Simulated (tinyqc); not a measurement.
Which stress helps holes along [110]: six-band Luttinger-Kohn model with strain.

Six-band Luttinger-Kohn model in the basis |3/2,3/2>, |3/2,1/2>, |3/2,-1/2>, |3/2,-3/2>, |1/2,1/2>, |1/2,-1/2>, electron energies, zero at the top of the unstrained valence band. H = -[rows: (P+Q, -S, R, 0, -S/r2, r2 R); (-S*, P-Q, 0, R, -r2 Q, r32 S); (R*, 0, P-Q, S, r32 S*, r2 Q); (0, R*, S*, P+Q, -r2 R*, -S*/r2); (-S*/r2, -r2 Q, r32 S, -r2 R, P+Dso, 0); (r2 R*, r32 S*, r2 Q, -S/r2, 0, P+Dso)], r2 = sqrt(2), r32 = sqrt(3/2). Levels are twofold.

P = c g1 k^2 - av tr(e); Q = c g2 (kx^2 + ky^2 - 2 kz^2) - (b/2)(exx + eyy - 2 ezz); R = c sqrt3 [-g2 (kx^2 - ky^2) + 2i g3 kx ky] + (sqrt3/2) b (exx - eyy) - i d exy; S = 2 c sqrt3 g3 (kx - i ky) kz - d (exz - i eyz); c = hbar^2/2m0, e the strain tensor (not engineering shear).

s11 = (C11 + C12)/((C11 - C12)(C11 + 2 C12)), s12 = -C12/((C11 - C12)(C11 + 2 C12)), s44 = 1/C44; exx = s11 sxx + s12 (syy + szz) and cyclic, exy = s44 sxy/2; tension is positive. A uniaxial stress X along the unit vector n is s_ij = X n_i n_j.

Constants: hbar^2/2m0 = 3.80998211 eV angstrom^2.

Parameters, chosen for this exercise (near those of InAs; not measured data): Dso = 0.396 eV (spin-orbit splitting); g1 = 20.1 (Luttinger gamma1); g2 = 8.5 (gamma2); g3 = 9.15 (gamma3); av = 1.03 eV (valence hydrostatic potential); b = -1.75 eV (tetragonal shear potential); d = -3.71 eV (trigonal shear potential); C11 = 85.2 GPa; C12 = 45.8 GPa; C44 = 40.6 GPa; X1 = 1.1 GPa (size of the stress).

Each load has size X1 (biaxial: sxx = syy); masses are curvatures of the top pair at k = 0.

Results:
```
load                         splitting (meV)  top edge (meV)  m [110]  m [001]
uniaxial [110], compression             74.2            33.6    0.023    0.145
uniaxial [110], tension                 65.2            42.3    0.346    0.029
uniaxial [100], compression            108.2            52.9    0.038    0.122
uniaxial [100], tension                 84.5            55.3    0.063    0.035
uniaxial [111], compression             62.0            26.5    0.032    0.050
uniaxial [111], tension                 53.5            35.4    0.091    0.050
biaxial (001), compression              84.5            36.0    0.035    0.323
biaxial (001), tension                 108.2            72.2    0.122    0.023
```

How do the results move, and what explains it?

The lightest mass along [110] (0.023) comes with uniaxial [110], compression. The largest splitting (108.2 meV) comes with uniaxial [100], compression; biaxial (001), tension. The heaviest mass along [001] (0.323), which lowers the confinement energy in a (001) channel, comes with biaxial (001), compression. The splitting per GPa follows b (s11 - s12) for loads along cube axes and d s44 for [111]: here 2 |b| (s11 - s12) = 88.8 and |d| s44/sqrt3 = 52.8 meV per GPa in the limit of large Dso; where the splitting nears Dso, mixing with the split-off band makes it depend on the sign of the load.

Run: tinyqc, `OMP_NUM_THREADS=1 python tinyqc.py 1080162 1080163 out.jsonl`; Intel(R) Xeon(R) Processor @ 2.30GHz, one thread, shared host; about 0.08 s of CPU time with all checks.
